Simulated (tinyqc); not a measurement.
Longitudinal sound in a periodic multilayer: transfer matrices, stop bands and folded phonons: one step, computed by the program tinyqc.

Layers 1 and 2 repeat with period d = d_1 + d_2; waves travel normal to the layers, without loss. State vector (u, s): displacement u and stress divided by omega. Impedances Z = rho v are in 1e6 kg/(m^2 s).

Problem. Transmission through N periods. A layer maps (u, s) by [[cos p, sin p/Z], [-Z sin p, cos p]], p = 2 pi f d_i/v_i; one period is M = M_2 M_1, and cos(q d) = trace(M)/2. For N periods A = M^N. A wave comes from a thick layer of material 1 and leaves into the substrate (Z_s): transmitted power T = 4 Z_1 Z_s/|Z_1 A_22 + Z_s A_11 - i (Z_1 Z_s A_12 - A_21)|^2, reflected power R = 1 - T.

Inputs (values chosen for the exercise, modelled on gallium arsenide (layer 1), aluminium arsenide (layer 2) and gallium arsenide (substrate)):
```
quantity       value  unit
velocity v_1    4650   m/s
thickness d_1    3.4    nm
velocity v_2    5550   m/s
thickness d_2   4.05    nm
periods N          5     -
frequency f      429   GHz
```

M:
```
            1            2
1  -0.8639505  -0.03182629
2    16.17821   -0.5614994
```

Z_2 = 20.646

Z_1 = 24.645

Z of the substrate = 24.8425

Give: A = M^N; transmitted power T; T in decibel.

Solution.

A = M^N:
```
         1         2
1  0.88099  0.030778
2  -15.646   0.58849
```

transmitted power T = 0.97425

T in decibel = -0.11330 dB

Caution: at these frequencies damping, strong in glasses, and rough interfaces, both left out here, can weaken the stop bands; layers only a few atoms thick are also beyond continuum acoustics.
